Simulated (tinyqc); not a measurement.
Choice of the trial bonds: Wannier functions of a composite (isolated) pair of valence bands (bonds of an sp chain).

Each atom has a hybrid pointing left (<) and right (>). H(k): diagonal +V3 on A, -V3 on B; <A<|A>> = -V1a, <B<|B>> = -V1b, <A>|B<> = -V2, <B>|A<> = -V2p exp(ik); k in 1/a, Bloch sums with exp(ikR). The two lowest bands are filled. Trial functions in cell 0: g1 = cos(c) A> + sin(c) B<, and g2 = sin(c) B> + cos(c) A< of cell 1, whose Bloch vector has cos(c) exp(-ik) on A<. Projection A_mn = <psi_m|g_n>, S = A^+ A, Loewdin U = A S^(-1/2), Bloch-like states w_n = sum_m psi_m U_mn, H_W(k) = U^+ diag(E) U. P = sum_m |psi_m><psi_m| is free of phase choices, and S = g^+ P g, w = P g S^(-1/2).

Inputs chosen for the exercise:
- V2 = 3.47 eV (coupling in the bond A-B inside the cell)
- V2p = 3.46 eV (coupling in the bond to the next cell)
- V1a = 1.02 eV (coupling of the two hybrids on A)
- V1b = 1.78 eV (the same on B)
- V3 = 0.81 eV (A at +V3, B at -V3)
- xb = 0.5 a (position of B (A at 0))

N = 12; centres and spreads in real space with point-like hybrids at R and R + xb; smallest eigenvalue of S over the mesh.

Trial angle:

| c (deg) | smallest S | centre 1 (a) | centre 2 (a) | sum of centres | total spread (a^2) | H_12(R = 0), mean over k (eV) |
|---|---|---|---|---|---|---|
| 15 | 0.478 | 0.3076 | 0.6923 | 0.9998 | 0.1315 | -1.0831 |
| 30 | 0.731 | 0.3076 | 0.6923 | 0.9998 | 0.1310 | -1.0791 |
| 45 | 0.922 | 0.3076 | 0.6923 | 0.9998 | 0.1307 | -1.0757 |
| 55 | 0.934 | 0.3076 | 0.6923 | 0.9998 | 0.1306 | -1.0735 |
| 65 | 0.824 | 0.3076 | 0.6923 | 0.9998 | 0.1307 | -1.0711 |
| 75 | 0.674 | 0.3076 | 0.6923 | 0.9998 | 0.1308 | -1.0684 |
| 85 | 0.503 | 0.3076 | 0.6923 | 0.9998 | 0.1310 | -1.0650 |

How do the results move, and what explains it?

The sum of the centres stays at 0.9998 a within 0.0000: it gives the electronic polarisation, modulo a, and is fixed by the filled space. Single centres move by less than 0.0001 a here and H_12(0), a matter of gauge, moves by 18 meV. The total spread runs only from 0.1306 to 0.1315 a^2, so the orthogonalisation repairs even poor trials; the projection is best at c = 55 degrees among these rows, and the two bonds, isolated, have c = 52 and 52.

(tinyqc, `OMP_NUM_THREADS=1 python tinyqc.py 1481709 1481710 out.jsonl`, Intel(R) Xeon(R) Processor @ 2.30GHz, 1 thread, shared host, about 0.2 s.)
